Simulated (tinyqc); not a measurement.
Schottky barrier with interface states (Cowley-Sze model), image lowering and contact resistance: one step, computed by the program tinyqc. Command: `OMP_NUM_THREADS=1 python tinyqc.py 3000399 3000400 out.jsonl pinning walk`. One thread of a shared host (Intel(R) Xeon(R) Processor @ 2.30GHz), about 0.01 s of CPU time with the checks.

An n-type semiconductor under a metal. The barrier lies between the Schottky-Mott limit phi_M - chi and the Bardeen limit E_g - E_n, E_n being the neutrality level of the interface states; the space-charge term of the full Cowley-Sze expression is left out.

Question. Pinning factor and barrier. S = 1/(1 + e^2 D delta/(eps_i eps_0)); for D per eV, e^2 D is the number e x D in SI units, with 1 cm^-2 = 1e4 m^-2. phi_B = S (phi_M - chi) + (1 - S)(E_g - E_n); the hole barrier is E_g - phi_B.

Inputs (values chosen for the exercise, with gap, mass and screening modelled on CdTe):

| quantity | value | unit |
|---|---|---|
| gap E_g | 1.52 | eV |
| electron affinity chi | 4.25 | eV |
| metal work function phi_M | 4.47 | eV |
| neutrality level E_n above the valence band | 0.346 | eV |
| interface-state density D | 2e+14 | cm^-2 eV^-1 |
| dipole layer thickness delta | 0.41 | nm |
| dipole layer constant eps_i | 1 | - |

Pinning factor from: interface states.

Constants: e = 1.602176634e-19 C; eps_0 = 8.8541878128e-12 F/m.

Give: pinning factor S; Schottky-Mott barrier; Bardeen barrier; barrier phi_B; hole barrier.

Answer.

pinning factor S = 0.063139

Schottky-Mott barrier = 0.22 eV

Bardeen barrier = 1.174 eV

barrier phi_B = 1.1138 eV

hole barrier = 0.40623 eV

The contact is strongly pinned: the metal hardly matters.
